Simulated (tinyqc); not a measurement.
Levels against anisotropy: donor in an ellipsoidal valley (Kohn-Luttinger variational method). Computed by tinyqc, a small Python program. Command: `OMP_NUM_THREADS=1 python tinyqc.py 3024311 3024312 out.jsonl kohnlutt walk`. One thread of a shared host (Intel(R) Xeon(R) Processor @ 2.30GHz), about 0.04 s of CPU time with the checks.

H = -(d^2/dx^2 + d^2/dy^2) - gamma d^2/dz^2 - 2/r in units built on m_t, with gamma = m_t/m_l and z along the valley axis. One valley; no valley-orbit or central-cell term.

Inputs (values chosen for the exercise, modelled on silicon): transverse mass m_t = 0.192 m_0; longitudinal mass m_l = 0.922 m_0; dielectric constant eps = 11.4.

Constants: Ry = 13.605693123 eV; a_0 = 0.529177210903 angstrom.

Method:
- Ry* = Ry m_t/eps^2, a* = a_0 eps/m_t, gamma = m_t/m_l.
- Trial function exp(-sqrt((x^2 + y^2)/a^2 + z^2/b^2)) with beta = b/a < 1: E = t/a^2 - u/a, t = (2 + gamma/beta^2)/3, u = 2 arcsin(sqrt(1 - beta^2))/sqrt(1 - beta^2); the best a is 2 t/u and E(beta) = -u^2/(4 t).
- The trial energy is minimised over beta by golden section from 0.05 to 0.999, 60 steps.
- Gaussian basis: g = P exp(-al (x^2 + y^2) - be z^2) with P = 1 (s-like), z (2p0) or x (2p+-); al = 0.004 x 2.6^k, k = 0..11, and be/al = 1, gamma^(-1/2) or 1/gamma (36 functions); 1/r = (2/sqrt(pi)) int exp(-t^2 r^2) dt by 48 Gauss-Legendre points after t = sqrt(al_i + al_j) tan(theta); overlap eigenvalues below 1e-10 are dropped.

gamma = 0.208243

Binding energies (Ry*):
```
gamma  1s, trial  1s, Gaussians     2p0     2p+-
0.052     2.0758         2.0870  1.0102  0.36733
0.100     1.8387         1.8445  0.7905  0.34751
0.210     1.5615         1.5636  0.5735  0.32059
0.310     1.4162         1.4172  0.4755  0.30461
0.360     1.3609         1.3616  0.4410  0.29816
0.600     1.1759         1.1761  0.3358  0.27488
0.850     1.0548         1.0548  0.2753  0.25806
```

As gamma falls from 0.85 to 0.052, 1s deepens from 1.055 to 2.087 Ry*, on the way from the hydrogen value 1 to the two-dimensional limit 4; 2p+- moves from 0.258 to 0.367 (limits 1/4 and 4/9), while 2p0 climbs from 0.275 to 1.010 and joins 1s as gamma tends to 0. Near gamma = 1 the trial function is almost exact and can pass the Gaussian basis, whose own error is about 3e-5 Ry*.

Extremes, crossings and ranges named in words are read from the listed rows.
